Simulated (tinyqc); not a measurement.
Brillouin zone and empty-lattice bands of the hcp structure: one step. Shells of G and Bragg planes. Three cases, with inputs chosen for the exercise.

Task: List the first six shells of G with their number, the structure factor |sum over atoms of exp(i G.tau)|/(atoms per cell), and the distance |G|/2 of the Bragg plane from Gamma.

Primitive vectors a1 = a (1,0,0), a2 = a (-1/2, sqrt3/2, 0), a3 = (0,0,c); atoms at 0 and a1/3 + 2 a2/3 + a3/2. Reciprocal vectors obey a_i.b_j = 2 pi delta_ij; k is given in units of 2 pi/a. Empty-lattice levels are c0 (2 pi/a)^2 |k + G|^2, c0 = hbar^2/2m0. Points: M = (1/2, 1/(2 sqrt3), 0), K = (2/3, 0, 0), A = (0, 0, a/2c), L = M + A, H = K + A.

Give: Shells.

Case 1.

Values chosen (out of a larger set: lattice near that of Ru; not measured data): ca = 1.576 (c/a).

Result:

Shells:

| \|G\|^2 ((2 pi/a)^2) | number | structure factor | \|G\|/2 (2 pi/a) |
|---|---|---|---|
| 0.4026 | 2 | 0.0000 | 0.3173 |
| 1.3333 | 6 | 0.5000 | 0.5774 |
| 1.6105 | 2 | 1.0000 | 0.6345 |
| 1.7359 | 12 | 0.8660 | 0.6588 |
| 2.9438 | 12 | 0.5000 | 0.8579 |
| 3.6235 | 2 | 0.0000 | 0.9518 |

The structure factor vanishes at |G|^2 = 0.403 and 3.624: no first-order gap opens on those planes.

Case 2.

Values chosen (out of a larger set: lattice near that of Mg; not measured data): ca = 1.625 (c/a).

Result:

Shells:

| \|G\|^2 ((2 pi/a)^2) | number | structure factor | \|G\|/2 (2 pi/a) |
|---|---|---|---|
| 0.3787 | 2 | 0.0000 | 0.3077 |
| 1.3333 | 6 | 0.5000 | 0.5774 |
| 1.5148 | 2 | 1.0000 | 0.6154 |
| 1.7120 | 12 | 0.8660 | 0.6542 |
| 2.8481 | 12 | 0.5000 | 0.8438 |
| 3.4083 | 2 | 0.0000 | 0.9231 |

The structure factor vanishes at |G|^2 = 0.379 and 3.408: no first-order gap opens on those planes.

Case 3.

Values chosen (out of a larger set: lattice near that of Co; not measured data): ca = 1.609 (c/a).

Result:

Shells:

| \|G\|^2 ((2 pi/a)^2) | number | structure factor | \|G\|/2 (2 pi/a) |
|---|---|---|---|
| 0.3863 | 2 | 0.0000 | 0.3108 |
| 1.3333 | 6 | 0.5000 | 0.5774 |
| 1.5451 | 2 | 1.0000 | 0.6215 |
| 1.7196 | 12 | 0.8660 | 0.6557 |
| 2.8784 | 12 | 0.5000 | 0.8483 |
| 3.4764 | 2 | 0.0000 | 0.9323 |

The structure factor vanishes at |G|^2 = 0.386 and 3.476: no first-order gap opens on those planes.

Computed by tinyqc, one run a case: `OMP_NUM_THREADS=1 python tinyqc.py N N+1 out.jsonl` with N = 1850257, 1850461, 1850580; one thread of a shared Intel(R) Xeon(R) Processor @ 2.30GHz, about 0.02 s a run at most.
